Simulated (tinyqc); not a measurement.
Comparisons within one model: sp3s* tight binding. A value that a table varies takes the place of the one given here.

sp3s* tight binding, nearest neighbours only: anion (a) at 0, cation (c) at a/4 (1,1,1), orbitals s, px, py, pz, s* on each; k in units of 2 pi/a. With phases e_j = exp(i (pi/2) k.n_j) for n = (1,1,1), (1,-1,-1), (-1,1,-1), (-1,-1,1): g0 = (e1+e2+e3+e4)/4, g1 = (e1+e2-e3-e4)/4, g2 = (e1-e2+e3-e4)/4, g3 = (e1-e2-e3+e4)/4. The diagonal holds the levels Esa, Epa, Exa (s*) and Esc, Epc, Exc. Anion-cation block: <sa|sc> = Vss g0; <sa|xc> = Vsapc g1; <xa|sc> = -Vscpa g1; <xa|xc> = Vxx g0; <xa|yc> = <ya|xc> = Vxy g3, <xa|zc> = <za|xc> = Vxy g2, <ya|zc> = <za|yc> = Vxy g1; <s*a|xc> = Vxapc g1; <xa|s*c> = -Vpaxc g1; y and z take g2 and g3 in place of g1; s-s* and s*-s* vanish.

Values chosen for the exercise (near a published set for GaSb, fitted to gaps, whose masses and valley positions are rough; shifted at random, so the results belong to these values and not to a real crystal):
- Esa = -7.286 eV (s level of the anion)
- Epa = 0.858 eV (p level of the anion)
- Esc = -3.915 eV (s level of the cation)
- Epc = 2.895 eV (p level of the cation)
- Exa = 6.597 eV (s* level of the anion)
- Exc = 6.015 eV (s* level of the cation)
- Vss = -6.168 eV (s-s)
- Vxx = 1.575 eV (px-px)
- Vxy = 4.146 eV (px-py)
- Vsapc = 4.997 eV (s anion, p cation)
- Vscpa = 4.645 eV (s cation, p anion)
- Vxapc = 5.027 eV (s* anion, p cation)
- Vpaxc = 4.246 eV (p anion, s* cation)
- eta = 2 (scaling exponent)
- D001 = 0.9 (ratio -ezz/exx)

## What the s* orbital does

The s* couplings Vxapc and Vpaxc are scaled by f; f = 0 is the plain sp3 model. Gaps from the top of the valence band at Gamma; the Delta value is the minimum on (x,0,0), 0.5 <= x <= 1.

Gaps (eV):
```
f      Gamma   Delta       L  x of the minimum
0.00  0.7928  2.9829  2.2546             0.500
0.25  0.7928  2.8683  2.1318             0.500
0.50  0.7928  2.5703  1.8144             0.500
0.75  0.7928  1.9848  1.3957             0.874
0.90  0.7928  1.4924  1.1258             0.849
1.00  0.7928  1.1269  0.9441             0.857
1.10  0.7928  0.7380  0.7629             0.877
```

The gap at Gamma stays, since g1 to g3 vanish there. From f = 0 to 1 the s* levels lower the Delta value by 1.856 eV and L by 1.310 eV. For f = 0, 0.25 and 0.5 the least value lies at x = 0.5, the end of the range: any valley further out lies above that value until s* has lowered it enough. The lowest of the three is Gamma at both f = 0 and f = 1.

## Hydrostatic strain (sp3s* tight binding, strained)

Strain e moves each bond vector to d = (1 + e) d0 (no internal displacement for the diagonal strains used here) and k is given in fractions of the strained reciprocal cell, so the phases stay. Two-centre values Vss_sigma = Vss/4, Vsp_sigma = sqrt3 V/4 for each s-p and s*-p pair, Vpp_sigma = (Vxx + 2 Vxy)/4, Vpp_pi = (Vxx - Vxy)/4 are scaled by (d0/d)^eta and combined with the new direction cosines; the levels on the diagonal stay.

exx = eyy = ezz = e. Gaps as measured from the top of the valence band; the deformation potentials are (gap(0.01) - gap(-0.01))/0.06.

Gaps (eV):
```
e       Gamma   Delta       L  x of the minimum
-0.03  1.2511  1.1246  1.1559             0.850
-0.02  1.0933  1.1263  1.0825             0.853
-0.01  0.9406  1.1271  1.0119             0.855
0.00   0.7928  1.1269  0.9441             0.857
0.01   0.6496  1.1249  0.8791             0.860
0.02   0.5110  1.1207  0.8168             0.863
0.03   0.3767  1.1134  0.7571             0.869
```

gap deformation potentials (eV): Gamma -4.849, Delta -0.037, L -2.213

Per unit of volume strain the gaps move by -4.85 (Gamma), -0.04 (Delta) and -2.21 eV (L). The lowest valley changes from the Delta line to L between e = -0.03 and -0.02 and from L to Gamma between e = -0.02 and -0.01. These potentials follow from the one exponent eta, which fitted models replace by one for each integral; with it the sizes are rough, the sign for Delta can be wrong (in Si, Ge and the III-V crystals measured values are small and positive), and the pressures at which valleys cross, and which valley takes over, are rough too. A gap of zero, where one is listed, marks an s level that has sunk below the valence top.

## Biaxial strain splits the top of the valence band (sp3s* tight binding, strained)

No spin-orbit coupling; k = 0; exx = eyy = e, ezz = -D001 e. The four bonds keep equal lengths, and the sums over them give Vxx(e) for px and py and Vzz(e) for pz; each level is the lower root of [[Epa, V], [V, Epc]], and the s level the upper root of the s block. The shear potential b follows from E(x,y) - E(z) = 3 b (exx - ezz), taken as the slope between e = -0.005 and 0.005.

Couplings and levels at Gamma (eV):
```
e           ezz  Vxx(e)  Vzz(e)   E(x,y)     E(z)  E(x,y) - E(z) (meV)  upper s level
-0.020   0.0180  1.4898  1.8138   0.0718  -0.2037                275.5         0.8800
-0.010   0.0090  1.5332  1.6930   0.0358  -0.0993                135.1         0.8370
-0.005   0.0045  1.5543  1.6336   0.0182  -0.0486                 66.8         0.8154
0.005   -0.0045  1.5953  1.5171  -0.0162   0.0493                -65.4         0.7718
0.010   -0.0090  1.6152  1.4598  -0.0330   0.0965               -129.4         0.7498
0.020   -0.0180  1.6537  1.3476  -0.0657   0.1873               -253.0         0.7055
```

b = -2.321 eV

Under tension in the plane (e > 0) the bonds tilt towards the plane, Vxx grows to 1.6152 and Vzz falls to 1.4598 eV at e = 0.01, and the pz state forms the top of the valence band, by 129.4 meV; under compression (e = -0.01) the px, py pair does, by 135.1 meV. The slope gives b = -2.32 eV, a rough value, since on-site strain terms are left out (measured values lie near -2 eV).

## What each parameter does

Gaps from the top of the valence band at Gamma; Delta is the minimum on (x,0,0), 0.5 <= x <= 1. Each row changes one parameter from the base and keeps the others.

Results:
```
case              Ev (eV)  gap Gamma (eV)  gap Delta (eV)  gap L (eV)
base               0.0009          0.7928          1.1269      0.9441
Esa = -7.486 eV    0.0009          0.7199          1.1130      0.9082
Vscpa = 4.345 eV   0.0009          0.7928          1.0095      0.8201
Vsapc = 5.197 eV   0.0009          0.7928          1.1694      1.0002
Epc = 2.695 eV    -0.0468          0.8404          1.1117      0.9603
Exa = 6.297 eV     0.0009          0.7928          1.0459      0.9150
Vxy = 4.346 eV     0.0009          0.7928          1.1269      0.8844
```

The largest shifts from the base row, up to three for each result and ties (the steps differ in size, so this ranks the rows, not the parameters). Ev (eV): Epc -0.0476; unchanged at the printed digits by Esa, Vscpa, Vsapc, Exa and Vxy. gap Gamma (eV): Esa -0.0729, Epc +0.0476; unchanged at the printed digits by Vscpa, Vsapc, Exa and Vxy. gap Delta (eV): Vscpa -0.1174, Exa -0.0809, Vsapc +0.0425; unchanged at the printed digits by Vxy. gap L (eV): Vscpa -0.1241, Vxy -0.0598, Vsapc +0.0560. Vscpa, Vsapc, Exa and Vxy cannot move Ev or the gap at Gamma, whose blocks do not hold them; s parameters never move Ev, and move the gap only where the lowest empty level at Gamma is s-like.

Computed by tinyqc, a small Python program: `OMP_NUM_THREADS=1 python tinyqc.py 1482323 1482324 out.jsonl` (the numbers bound the seed that draws the inputs); one thread of a shared host (Intel(R) Xeon(R) Processor @ 2.30GHz), about 0.1 s for the whole set of steps.
